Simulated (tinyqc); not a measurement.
Changing the exponent s: Hall factor, magnetoresistance and optical conductivity for a power-law relaxation time. Computed by tinyqc, a small Python program. Command: `OMP_NUM_THREADS=1 python tinyqc.py 3014334 3014335 out.jsonl magneto sweep`. One thread of a shared host (Intel(R) Xeon(R) Processor @ 2.30GHz), about 0.02 s of CPU time with the checks.

One spherical parabolic band, tau(E) = tau_0 x^s with x = E/(k_B T). Landau quantisation is left out.

Inputs (values chosen for the exercise, with a mass close to that of holes in silicon): effective mass m = 0.4 m_0; tau_0 = 140 fs; reduced Fermi level eta = -2.1; temperature T = 500 K.

Constants: m_0 = 9.1093837015e-31 kg; k_B = 1.380649e-23 J/K; hbar = 1.054571817e-34 J s; e = 1.602176634e-19 C.

Method:
- <y> = int y x^(3/2) f (1 - f) dx / int x^(3/2) f (1 - f) dx, f = 1/(1 + exp(x - eta)).
- Integrals over x = E/(k_B T) use 160 Gauss-Legendre points in u = sqrt(x) from 0 to sqrt(max(eta, 0) + 45).
- n = (2 m k_B T)^(3/2)/(3 pi^2 hbar^3) int x^(3/2) f (1 - f) dx; moments in units of tau_0.
- mu = e <tau>/m; weak field r_H = <tau^2>/<tau>^2 and MR = c (mu B)^2, c = <tau^3>/<tau>^3 - r_H^2; strong field r_H = 1 and MR = <tau> <1/tau> - 1.

One run for each value:
```
exponent s  weak-field Hall factor  saturation MR (%)  coefficient c
-0.50                        1.170          1.263e+01          0.357
-0.35                        1.072          5.969e+00          0.105
-0.20                        1.021          1.905e+00          0.025
0.25                         1.027          2.995e+00          0.025
0.50                         1.101          1.263e+01          0.102
1.00                         1.386          6.336e+01          0.536
1.50                         1.900          2.238e+02          2.048
2.00                         2.764          9.655e+02          7.321
```

What does the table show, and why?

Over the rows, weak-field Hall factor goes from 1.17 through a minimum among these rows, 1.02 at -0.200, to 2.76; saturation MR (%) goes from 12.6 through a minimum among these rows, 1.91 at -0.200, to 966; coefficient c goes from 0.357 through a minimum among these rows, 0.0246 at -0.200, to 7.32. All three vanish or equal 1 at s = 0 and grow with |s| on either side, since only the spread of tau counts.

Extremes, crossings and ranges named in words are read from the listed rows.
